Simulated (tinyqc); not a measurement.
Comparisons within one model: valley splitting in a one-orbital chain of atomic planes (second-neighbour model). A value that a table varies takes the place of the one given here.

Each (001) plane carries one orbital with energy e0, hopping v to the next plane and u to the second: E(phi) = e0 + 2 v cos(phi) + 2 u cos(2 phi), where phi = pi - k a/4 (the sign of every second orbital is chosen so that v > 0, which shifts the phase by pi). The minimum lies at cos(phi0) = -v/(4u), phi0 = pi - (pi/2) k0 for a valley at k0 (2 pi/a), and e0 puts it at zero. A slab of N planes has hard walls: the matrix simply ends.

A well of Nw planes between barriers of 40 planes each (as of a SiGe alloy, taken as an offset alone). With x = j - 39.5 for plane j = 0, 1, ..., the potential is V0 (f(x) + f(Nw - x)) + F (j - 40) a/4, f(y) = 1/(1 + exp(y/L)), a step for L = 0; L is in planes, 4 L is about the distance over which f goes from 0.88 to 0.12, and 1 MV/m = 1e-4 V/angstrom.

Constants: hbar^2/2m0 = 3.80998211 eV angstrom^2.

Parameters, chosen for this exercise (near those of the Delta valleys of silicon; abrupt walls in this chain split the valleys several times more than measured wells; not measured data): a = 5.429 angstrom (lattice constant; planes lie a/4 apart); ml = 0.912 m0 (longitudinal mass); N0 = 59 (first number of planes); Nf = 120 (planes in the thick slab); V0 = 0.25 eV (barrier height); F = 2 MV/m (field); Nw = 53 (planes in the well); k0 = 0.813 2 pi/a (position of the valley).

## Splitting against the number of planes

u = 0.618831 eV
v = 0.716688 eV
e0 = 1.445167 eV
phi0 = 1.864535 rad

Ten slabs from N0 on, of thickness (N - 1) a/4 between the outer planes. Effective mass: E1 = (c/ml)(pi/W)^2 with W = (N + 2) a/4: the amplitude vanishes on two missing planes at each end, and the envelope has its nodes N + 2 spacings apart. Large-N estimate of the splitting: 16 pi^2 u |sin(phi0) sin((N + 2) phi0)|/(N + 2)^3.

Doublet (meV):
```
N   thickness (angstrom)  mean level  effective mass  splitting  estimate
59                 78.72        6.01            6.02      0.253     0.246
60                 80.08        5.82            5.82      0.226     0.234
61                 81.44        5.64            5.64      0.355     0.352
62                 82.79        5.46            5.46      0.010     0.018
63                 84.15        5.30            5.30      0.328     0.331
64                 85.51        5.13            5.14      0.172     0.166
65                 86.86        4.98            4.99      0.204     0.210
66                 88.22        4.84            4.84      0.271     0.268
67                 89.58        4.70            4.70      0.037     0.043
68                 90.94        4.57            4.57      0.269     0.270
```

The mean level falls smoothly, from 6.0 to 4.6 meV, within 0.2 % of the effective-mass value. The splitting swings between 0.010 (N = 62) and 0.355 meV (N = 61): one plane more or less changes the phase between the two walls by phi0 = 1.865 rad. The estimate misses the computed values by at most 0.008 meV.

## Splitting against the electric field

A thick slab in a field F: plane j = 0, 1, ... gains the energy F j a/4 (1 MV/m = 1e-4 V/angstrom), which presses the electron against the first wall. The exponent is the slope of ln(splitting) against ln F between 20 and 50 MV/m.

Doublet:
```
F (MV/m)  mean level (meV)  splitting (meV)  splitting/F (meV per MV/m)
1                     7.91           0.1434                      0.1434
2                    12.47           0.2837                      0.1419
5                    22.68           0.7095                      0.1419
10                   35.57           1.4195                      0.1419
20                   55.57           2.8407                      0.1420
30                   71.99           4.2633                      0.1421
50                   99.47           7.1123                      0.1422
```

exponent = 1.00

The splitting goes from 0.1434 to 7.1123 meV. At high field it grows as F^1.00: at a single hard wall it follows the squared slope of the envelope, which is proportional to F, while the level itself grows about as F^(2/3) (here F^0.64). A hard wall is the sharpest interface possible; real Si interfaces split several times less.

## Sharp and graded interfaces

The lowest doublet for several interface widths L.

Doublet:
```
L (planes)  4 L (angstrom)  mean level (meV)  splitting (micro-eV)
0.00                  0.00             12.96                505.51
0.25                  1.36             13.02                260.45
0.50                  2.71             13.13                 42.61
0.75                  4.07             13.27                  6.12
1.00                  5.43             13.45                  1.43
1.50                  8.14             13.95                  0.07
2.00                 10.86             14.62                  0.00
```

The mean level moves by +1.7 meV over the table, while the splitting falls from 505.5 micro-eV at a step to 1.43 at L = 1 plane, a factor 353. Coupling the valleys needs the Fourier component of the potential at twice the valley wave vector, a period of a few planes, and grading removes it. Random alloy disorder, left out here, sets the splitting once this part is gone.

## What each parameter does

Step interfaces (L = 0). u, v, e0 follow from 8 u sin^2(phi0) = (2c/ml)/(a/4)^2, v = -4u cos(phi0), e0 = 2u + v^2/(4u), c = hbar^2/2m0. Each row changes one parameter from the base and keeps the others.

Results:
```
case               mean level (meV)  splitting (micro-eV)
base                          12.96                 505.5
k0 = 0.823 2 pi/a             12.96                 410.6
ml = 1.003 m0                 12.40                 475.4
V0 = 0.375 eV                 13.22                 525.7
F = 4 MV/m                    18.74                 669.1
Nw = 54                       12.85                 316.5
```

The largest shifts from the base row, up to three for each result and ties (the steps differ in size, so this ranks the rows, not the parameters). mean level (meV): F +5.78, ml -0.56, V0 +0.26; unchanged at the printed digits by k0. splitting (micro-eV): Nw -189.0, F +163.6, k0 -94.9.

tinyqc: `OMP_NUM_THREADS=1 python tinyqc.py 1450830 1450831 out.jsonl`; about 0.01 s, one thread, shared Intel(R) Xeon(R) Processor @ 2.30GHz.
